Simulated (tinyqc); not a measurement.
Range and order of the fit: effective mass of the split-off band from tabulated energies.

c = hbar^2/2m0.
Constants: hbar^2/2m0 = 3.80998211 eV angstrom^2.

Energies along [100], from the band edge downward:
```
k (1/angstrom),E (meV)
0.000000,0.00000
0.013000,2.53070
0.026000,10.14790
0.039000,22.92500
0.052000,40.97950
0.065000,64.46410
0.078000,93.55250
0.091000,128.41980
0.104000,169.21640
```

reference mass (curvature of the model at k = 0.0001 1/angstrom) = 0.254640 m0

Least-squares fits of E = a k^2 (+ b k^4 + d k^6) over points 1 to n, and the line y = c k^2/E against E; errors of m against the reference.

Results:
```
n,E at point n (meV),one term (%),two terms (%),three terms (%),line (%),"rms residual, one term (meV)"
3,22.9,-0.66,-0.01,0.00,0.00,0.023
4,41.0,-1.10,-0.02,0.00,-0.01,0.070
5,64.5,-1.64,-0.05,0.00,-0.03,0.159
6,93.6,-2.24,-0.10,0.00,-0.05,0.306
7,128.4,-2.90,-0.19,0.01,-0.09,0.525
8,169.2,-3.59,-0.34,0.02,-0.14,0.821
```

The error of the parabola goes from -0.66 to -3.59 % as the range widens, and at n = 8 its residual, 0.82 meV, is only 0.5 % of the top energy: a small residual does not vouch for the mass. Over the full range (n = 8) the best form is three terms (0.02 %); the line errs by 0.00 % at n = 3 and -0.14 % at n = 8. Without scatter, a narrower range or a second term is the cure: at n = 8 the errors are -3.59, -0.34 and +0.02 % for one, two and three terms. Three terms on three points interpolate exactly.

tinyqc: `OMP_NUM_THREADS=1 python tinyqc.py 1851271 1851272 out.jsonl`; about 0.01 s, one thread, shared Intel(R) Xeon(R) Processor @ 2.30GHz.
